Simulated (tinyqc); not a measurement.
Schottky barrier on an n-type semiconductor, non-linear Poisson equation by Newton steps: one step of the calculation.

One dimension, metal at x = 0, donor density C(x) = Nd, uniform. Energies are counted from the electron Fermi level of the semiconductor and the conduction-band edge is Ec = -psi, so n = Nc exp(psi/Vt); holes follow the Fermi level of the metal, at -V, so p = Nv exp((V - psi - Eg)/Vt). Ends: psi(0) = V - phiB and psi = Vt ln(Nd/Nc) deep inside. Boltzmann statistics, full ionisation, no current, no image force in the Poisson equation.

Question. Check against the first integral. First integral for uniform doping: E_0^2 = (2 q/(eps0 eps_r)) [Nd (U - Vt + Vt exp(-U/Vt)) + Vt p_0], U = Vbi - V, Vbi = phiB - Vt ln(Nc/Nd), p_0 = Nv exp((phiB - Eg)/Vt) (deep holes neglected). Image-force lowering dphi = sqrt(q E_0/(4 pi eps0 eps_r)), at x_m = sqrt(q/(16 pi eps0 eps_r E_0)). Depletion approximation: E = sqrt(2 q Nd U/(eps0 eps_r)).

Parameters, values chosen for the exercise; band and dielectric values those of a made-up semiconductor:
```
symbol    value   unit                                      meaning
T           293      K                                  temperature
Eg         1.86     eV                                     band gap
eps_r      11.9                               relative permittivity
Nc      2.07e19  cm^-3       conduction-band density of states at T
Nv      1.62e19  cm^-3          valence-band density of states at T
Nd       8.3e15  cm^-3      donor density deep in the semiconductor
phiB       1.02     eV                               barrier height
V             0      V  bias of the metal against the semiconductor
```

Constants: q = 1.602176634e-19 C, kB = 1.380649e-23 J/K, Vt = kB T/q, eps0 = 8.8541878128e-14 F/cm where lengths are in cm. Results are converted to the units shown.

Find: E_0; dphi; x_m; field in the depletion approximation.

Answer.

E_0 = 44.860 kV/cm
dphi = 23.299 mV
x_m = 2.5968 nm
field in the depletion approximation = 45.565 kV/cm

Computed by the program tinyqc: `OMP_NUM_THREADS=1 python tinyqc.py 2020105 2020106 out.jsonl`, one thread of a shared Intel Xeon 2.30GHz, about 0.05 s for the whole run.
